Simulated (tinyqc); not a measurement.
Extended Hueckel theory, for BeH2, step by step. One step of it, computed by the program tinyqc.

Problem. Orbitals. Solve H C = S C e through S^(-1/2); fill by pairs from the bottom, a degenerate level sharing its electrons equally; each orbital has its largest coefficient positive (the first on a tie).

H (eV):
```
             1Be 2s    1Be 2px     1Be 2py    1Be 2pz       2H 1s       3H 1s
1Be 2s   -10.000000   0.000000    0.000000   0.000000  -10.513233  -10.513233
1Be 2px    0.000000  -6.000000    0.000000   0.000000    0.000000    0.000000
1Be 2py    0.000000   0.000000   -6.000000   0.000000  -11.094381   11.094381
1Be 2pz    0.000000   0.000000    0.000000  -6.000000   -1.035044   -1.035044
2H 1s    -10.513233   0.000000  -11.094381  -1.035044  -13.600000   -0.735800
3H 1s    -10.513233   0.000000   11.094381  -1.035044   -0.735800  -13.600000
```

overlap S:
```
           1Be 2s   1Be 2px    1Be 2py   1Be 2pz     2H 1s      3H 1s
1Be 2s   1.000000  0.000000   0.000000  0.000000  0.440471   0.440471
1Be 2px  0.000000  1.000000   0.000000  0.000000  0.000000   0.000000
1Be 2py  0.000000  0.000000   1.000000  0.000000  0.532055  -0.532055
1Be 2pz  0.000000  0.000000   0.000000  1.000000  0.049638   0.049638
2H 1s    0.440471  0.000000   0.532055  0.049638  1.000000   0.027051
3H 1s    0.440471  0.000000  -0.532055  0.049638  0.027051   1.000000
```

valence electrons = 4

Give: orbital energies; occupations; coefficients; sum of one-electron energies.

Solution.

orbital energies (eV): -16.7733  -15.2219  -6.0469  -6.0000  7.5818  27.2908

occupations: 2.0000  2.0000  0.0000  0.0000  0.0000  0.0000

coefficients:
```
            MO1      MO2      MO3     MO4      MO5      MO6
1Be 2s   0.4331   0.0000  -0.1255  0.0000   1.1869   0.0000
1Be 2px  0.0000   0.0000   0.0000  1.0000   0.0000   0.0000
1Be 2py  0.0000   0.3354   0.0000  0.0000   0.0000   1.5097
1Be 2pz  0.0176   0.0000   0.9914  0.0000   0.1565   0.0000
2H 1s    0.4693   0.5164   0.0316  0.0000  -0.7532  -0.9811
3H 1s    0.4693  -0.5164   0.0316  0.0000  -0.7532   0.9811
```

sum of one-electron energies = -63.9906 eV
